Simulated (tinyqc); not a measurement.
Delay unit and parasitic delay from two ring oscillators.

Problem. A ring of 31 inverters oscillates at 1/(2 x 31 d), with stage delay d = tau (h + p) for fan-out h. Find tau, p and the delay at fan-out 4.

frequencies of 31-stage ring oscillators with fan-out 2 and 5 (GHz): 1.3177314  0.71876258

Answer. d is a straight line in h with slope tau and intercept tau p.

tau = 3.400 ps
p = 1.600
delay at fan-out 4 = 19.04 ps

Program tinyqc, `OMP_NUM_THREADS=1 python tinyqc.py 2082197 2082198 out.jsonl`; Intel Xeon 2.30GHz, shared host, one thread, about 0.01 s.
